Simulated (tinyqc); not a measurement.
Inside a calculation. Method: Hueckel theory of the pi electrons with the omega technique, for the molecule Bc1cccccc1=O (SMILES; centres numbered as the heavy atoms are written). One step of it, computed by the program tinyqc.

Task: Energy, charges, bond orders. E = sum n x; q_r = z_r - P_rr; bond order p = P_rs; free valence = sqrt(3) - sum of p over the bonds of the atom.

final x values: 2.228692  1.591785  1.366994  0.541285  -0.227195  -0.594274  -1.162442  -1.732399  -2.012445

occupations: 2.000000  2.000000  2.000000  2.000000  0.000000  0.000000  0.000000  0.000000  0.000000

final P, lower triangle:
```
           1B         2C         3C         4C         5C         6C         7C        8C
1B   0.092243
2C   0.287833   0.970873
3C   0.195198   0.707166   0.879779
4C  -0.029487   0.053932   0.574495   0.927199
5C  -0.123092  -0.294347   0.128594   0.709249   0.899946
6C  -0.029794  -0.117205  -0.157000   0.082013   0.564226   0.916947
7C   0.076065   0.224278  -0.169622  -0.302863   0.108606   0.739110   0.912841
8C   0.097077   0.470440   0.072806  -0.138680  -0.126580   0.101465   0.482627  0.889432
9O  -0.151354  -0.203272  -0.205081   0.200395   0.149858  -0.268650  -0.157520  0.687937

          9O
9O  1.510740
```

Centres:
```
centre  z_r, pi electrons of the neutral centre          h
1B                                            0  -1.000000
2C                                            1   0.000000
3C                                            1   0.000000
4C                                            1   0.000000
5C                                            1   0.000000
6C                                            1   0.000000
7C                                            1   0.000000
8C                                            1   0.000000
9O                                            1   1.000000
```

Bonds:
```
i  j         k
1  2  0.700000
2  3         1
3  4         1
4  5         1
5  6         1
6  7         1
7  8         1
8  9         1
8  2         1
```

Give: pi energy = 8 alpha + this times beta; pi charges; Bond orders and lengths from R = 1.517 - 0.180 p; free valence of the carbons; gap between the highest filled and the next level.

Result:

pi energy = 8 alpha + this times beta = 11.458

pi charges: 1B -0.092, 2C 0.029, 3C 0.120, 4C 0.073, 5C 0.100, 6C 0.083, 7C 0.087, 8C 0.111, 9O -0.511

Bond orders and lengths from R = 1.517 - 0.180 p (angstrom, C-C alone):
```
bond      p      R
1-2   0.288      -
2-3   0.707  1.390
3-4   0.574  1.414
4-5   0.709  1.389
5-6   0.564  1.415
6-7   0.739  1.384
7-8   0.483  1.430
8-9   0.688      -
8-2   0.470  1.432
```

free valence of the carbons: 2C 0.267, 3C 0.450, 4C 0.448, 5C 0.459, 6C 0.429, 7C 0.510, 8C 0.091

gap between the highest filled and the next level = 0.768 |beta|
